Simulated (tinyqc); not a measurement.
# Admittance spectroscopy of a deep trap: effects of single changes

Schottky contact on an n-type layer with shallow donors Nd (all ionised) and a donor-like deep trap, neutral when filled and positive when empty; depletion approximation. Traps within lam of the depletion edge stay filled. The traps at xt = W - lam, where the level crosses the Fermi level, follow a slow signal and not a fast one. w = 2 pi f.

Values chosen for this exercise; material values close to those of silicon:
- eps_r = 11.5 (relative permittivity)
- Nc = 2.8e19 cm^-3 (conduction-band density of states at 300 K)
- vth = 2.3e7 cm/s (thermal velocity at 300 K)
- Nd = 1.1e15 cm^-3 (shallow donor density)
- Vbi = 0.62 V (built-in voltage)
- Et = 0.19 eV (depth of the trap below the conduction edge)
- sn = 9.5e-16 cm^2 (capture cross-section)
- Nt = 1.4e15 cm^-3 (trap density)
- Vr = 1.9 V (reverse bias)
- T = 131 K (temperature)

Constants: q = 1.602176634e-19 C, kB = 1.380649e-23 J/K, eps0 = 8.8541878128e-14 F/cm where lengths are in cm. Results are converted to the units shown.

Each table varies one quantity; the others keep the values above.

## Effect of the bias

Emission rate en = sn vth(T) Nc(T) exp(-Et/kB T) = sn g T^2 exp(-Et/kB T), g = vth Nc/(300 K)^2, as vth goes as T^0.5 and Nc as T^1.5 (degeneracy factor 1). lam = sqrt(2 eps0 eps_r (EF - ET)/(q Nd)), EF - ET = Et - (kB T/q) ln(Nc(T)/Nd), Nc(T) = Nc (T/300 K)^1.5. In the steady state at the band bending V, 2 eps0 eps_r V/q = Nd W^2 + Nt (W - lam)^2 (the second term only if W > lam). V = Vbi + Vr. C_HF = eps0 eps_r/W, C_LF = eps0 eps_r (Nd + Nt)/(Nd W + Nt xt). Inflection frequency w0 = 2 en [1 + Nt xt/(Nd W)]; C = C_HF + (C_LF - C_HF)/(1 + (w/w0)^2), G/w = (C_LF - C_HF)(w/w0)/(1 + (w/w0)^2).

Effect of the bias:
```
Vr (V)	W (nm)	xt/W	C_HF (nF/cm^2)	step (nF/cm^2)	step (% of C_HF)
0	718.4	0.5523	14.17	4.742	33.46
0.9	1045	0.6921	9.748	2.031	20.83
1.7	1254	0.7436	8.117	1.361	16.76
2.6	1450	0.7781	7.024	0.9965	14.19
3.4	1601	0.7991	6.361	0.8063	12.68
4.3	1754	0.8166	5.806	0.6646	11.45
5.1	1878	0.8287	5.422	0.5751	10.61
6	2008	0.8398	5.072	0.4998	9.854
```

What does the table show?

xt/W rises from 0.552 to 0.840 since lam stays at 322 nm, and the relative step falls from 33.5 to 9.85 %: the nearer xt lies to W in proportion, the less the traps add.

## Admittance against frequency

Same model as above.

V = Vbi + Vr.

Admittance against frequency:
```
f (Hz)	C (nF/cm^2)	G/w (nF/cm^2)
150	9.084	0.05285
310	9.077	0.1086
660	9.045	0.2252
1400	8.918	0.4281
2900	8.585	0.6159
6200	8.141	0.5436
13000	7.916	0.3208
27000	7.850	0.1632
58000	7.833	0.07703
1.2e5	7.829	0.03734
```

C falls from 9.08 to 7.83 nF/cm^2, between C_LF = 9.09 and C_HF = 7.83, and G/w goes from 0.0529 through a maximum of 0.616 (at f = 2900 Hz among the rows listed) to 0.0373 nF/cm^2. The exact peak is half of the step, 0.629 nF/cm^2, at 3560 Hz.

tinyqc, about 0.01 s, one thread, Intel Xeon 2.30GHz (shared host): `OMP_NUM_THREADS=1 python tinyqc.py 2050141 2050142 out.jsonl`
